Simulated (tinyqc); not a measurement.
# Floating body of a partially depleted SOI transistor: body voltage and kink: what changes with what

Source at 0 V. Channel current Ic = 2 nf K Vt^2 [F(0) - F(Vd)](1 + la Vd), F(V) = ln^2(1 + exp((Vg - VT - nf V)/(2 nf Vt))), VT = VT0 - gb Vb. Saturation voltage Vs = 2 Vt sqrt(F(0)) + 3 Vt, excess Ve = (Vd - Vs + sqrt((Vd - Vs)^2 + 0.0004 V^2))/2, multiplication M1 = Ai Ve exp(-Bl/Ve). Each junction passes D(v) = J1 (exp(v/Vt) - 1) + J2 (exp(v/(2 Vt)) - 1). Bipolar current Ib = bb J1 (exp(Vb/Vt) - 1). The body settles where M1 (Ic + Ib) = D(Vb) + D(Vb - Vd) + Vb/Rb; drain current Id = (1 + M1)(Ic + Ib) - D(Vb - Vd).

Inputs (values chosen for the exercise); values of the order met in partially depleted silicon-on-insulator transistors:

| symbol | value | unit | meaning |
|---|---|---|---|
| T | 358 | K | temperature |
| VT0 | 0.33 | V | threshold at zero body voltage |
| gb | 0.28 |  | fall of the threshold per volt of body voltage |
| nf | 1.44 |  | slope factor |
| K | 190 | uA/(V^2 um) | gain factor per width |
| la | 0.06 | 1/V | channel-length modulation factor |
| Ai | 1.05 | 1/V | impact-ionisation prefactor |
| Bl | 7.1 | V | impact-ionisation voltage |
| J1 | 5.2e-11 | uA/um | diffusion saturation current of each junction |
| J2 | 1.1e-8 | uA/um | recombination saturation current of each junction |
| bb | 1 |  | gain of the lateral bipolar transistor on the diffusion current |
| Rb | 1e9 | kohm um | resistance of a weak body tie to the source (1e9 stands for no tie, and the term is then dropped) |
| Vg | 0.35 | V | gate voltage |
| Vd | 1.4 | V | drain voltage |

Constants: q = 1.602176634e-19 C, kB = 1.380649e-23 J/K, Vt = kB T/q. Results are converted to the units shown.

Each table varies one quantity; the others keep the values above.

## Output curve and kink

Rows with more than one solution for Vb (latch) are left out; dId/dVd by a forward difference over 1e-4 V, swing = 1e-4 V over the change of log10 Id; M1 under 1e-12 is printed as 0.

Output curve and kink:

| Vd (V) | Vb (V) | M1 | Id, floating (uA/um) | Id, grounded (uA/um) | ratio | dId/dVd, floating (uS/um) | dId/dVd, grounded (uS/um) |
|---|---|---|---|---|---|---|---|
| 0.8 | 0.3507 | 5.769e-6 | 1.337 | 0.3599 | 3.714 | 3.506 | 0.02069 |
| 1 | 0.4653 | 1.074e-4 | 1.911 | 0.3641 | 5.250 | 2.413 | 0.02151 |
| 1.2 | 0.5333 | 7.433e-4 | 2.337 | 0.3686 | 6.339 | 1.892 | 0.02425 |
| 1.4 | 0.5801 | 0.002903 | 2.684 | 0.3740 | 7.176 | 1.609 | 0.02987 |
| 1.6 | 0.6148 | 0.007981 | 2.992 | 0.3808 | 7.857 | 1.499 | 0.03862 |
| 1.8 | 0.6417 | 0.01745 | 3.293 | 0.3896 | 8.452 | 1.537 | 0.05021 |
| 2 | 0.6634 | 0.03260 | 3.615 | 0.4010 | 9.016 | 1.708 | 0.06408 |
| 2.2 | 0.6816 | 0.05441 | 3.985 | 0.4154 | 9.594 | 2.008 | 0.07963 |

What does the comparison show?

Vb rises from 0.351 to 0.682 V and the ratio of the currents rises from 3.71 to 9.59. The output conductance with a floating body exceeds the grounded value by the largest factor among the rows, 169, at Vd = 0.8 V, where Vb = 0.351 V and M1 = 5.77e-6.

## Transfer curve and swing

Same model as above.

Transfer curve and swing:

| Vg (V) | Vb (V) | M1 | Id, floating (uA/um) | Id, grounded (uA/um) | ratio | swing, floating (mV/decade) | swing, grounded (mV/decade) |
|---|---|---|---|---|---|---|---|
| -0.12 | 0.2358 | 0.005993 | 9.894e-5 | 2.252e-5 | 4.394 | 70.42 | 102.7 |
| -0.02 | 0.3680 | 0.005908 | 0.002067 | 2.110e-4 | 9.796 | 81.45 | 103.3 |
| 0.08 | 0.4578 | 0.005614 | 0.02919 | 0.001927 | 15.15 | 93.97 | 105.3 |
| 0.18 | 0.5231 | 0.004875 | 0.2585 | 0.01633 | 15.83 | 122.6 | 111.2 |
| 0.28 | 0.5638 | 0.003731 | 1.236 | 0.1153 | 10.71 | 181.0 | 127.1 |
| 0.38 | 0.5849 | 0.002575 | 3.525 | 0.5825 | 6.051 | 268.2 | 162.9 |
| 0.48 | 0.5937 | 0.001653 | 7.289 | 1.955 | 3.729 | 373.8 | 225.5 |
| 0.58 | 0.5948 | 9.978e-4 | 12.48 | 4.667 | 2.674 | 488.8 | 311.8 |
| 0.68 | 0.5902 | 5.642e-4 | 19.03 | 8.859 | 2.148 | 608.5 | 413.4 |

What does the table show?

Vb goes from 0.236 through a maximum of 0.595 (at Vg = 0.58 V among the rows listed) to 0.590 V. The smallest swing among the rows is 70.4 mV a decade with a floating body (at Vg = -0.12 V) and 103 with a grounded one; Vt ln 10 = 71.0. The floating swing is smaller by more than 3 % for Vg = -0.12, -0.02, 0.08 V, where the rising Vb lowers the threshold as Vg rises. In the first row the floating body raises the current by a factor of 4.39.

Range of the model: The multiplication law is an empirical form chosen for the exercise; self-heating and capacitive coupling to the body are left out, and the linear laws are rough once Vb passes about 0.7 V or M1 about 0.1.

Computed by the program tinyqc: `OMP_NUM_THREADS=1 python tinyqc.py 2182187 2182188 out.jsonl`, one thread of a shared Intel Xeon 2.30GHz, about 0.2 s for the whole run.
